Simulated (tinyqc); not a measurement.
How far the fits carry: temperature and isotope dependence of a band gap in oscillator models.

E(T) = E0 - sum_i sl_i th_i n_i(T), n = 1/(exp(th/T) - 1). The same coupling lowers the gap at 0 K by the zero-point term ZP = sum_i sl_i th_i/2, so the gap of the static lattice is E0 + ZP. Thermal expansion is taken as part of the slopes.

Two-parameter forms are made to pass through the falls at the two temperatures T12: Varshni aV T^2/(T + bV), from the line T^2/fall = (T + bV)/aV; one oscillator s1 t1/(exp(t1/T) - 1), with t1 from the ratio of the falls.

Values chosen for the exercise (near those of AlN; shifted at random, so the results belong to these values and not to a real crystal): E0 = 6.137 eV (gap at 0 K); th = (306, 1173) K (temperatures of two oscillators); sl = (0.1263, 0.7157) meV/K (their high-temperature slopes); T12 = (490, 1060) K (temperatures of the fits).

Falls of the gap from E0, and errors of the two fits against the model.

Results:

| T (K) | fall (meV) | Varshni - model (meV) | one oscillator - model (meV) | fall/ZP |
|---|---|---|---|---|
| 20 | 0.00 | 0.24 | 0.00 | 0.000 |
| 50 | 0.09 | 1.42 | -0.09 | 0.000 |
| 200 | 13.07 | 10.02 | -6.44 | 0.030 |
| 300 | 38.96 | 11.67 | -5.35 | 0.089 |
| 400 | 80.87 | 6.93 | -2.32 | 0.184 |
| 600 | 196.54 | -8.28 | 1.77 | 0.448 |
| 800 | 334.83 | -15.18 | 2.39 | 0.763 |

Give the missing row, T (K) = 100.

Computed row:
```
T (K)  fall (meV)  Varshni - model (meV)  one oscillator - model (meV)  fall/ZP
100          1.91                   4.02                         -1.85    0.004
```

Below the first fit point the largest errors are +11.67 meV (Varshni, 300 K, on a fall of 38.96 meV) and -6.44 meV (one oscillator, 200 K); a T^2 law cannot freeze out; a single oscillator misses the soft modes. No row lies well beyond the second fit point, so the table does not test extrapolation to high T. The thermal fall stays below ZP up to 800 K.

Computed by tinyqc, a small Python program: `OMP_NUM_THREADS=1 python tinyqc.py 1880256 1880257 out.jsonl` (the numbers bound the seed that draws the inputs); one thread of a shared host (Intel(R) Xeon(R) Processor @ 2.30GHz), about 0.01 s for the whole set of steps.
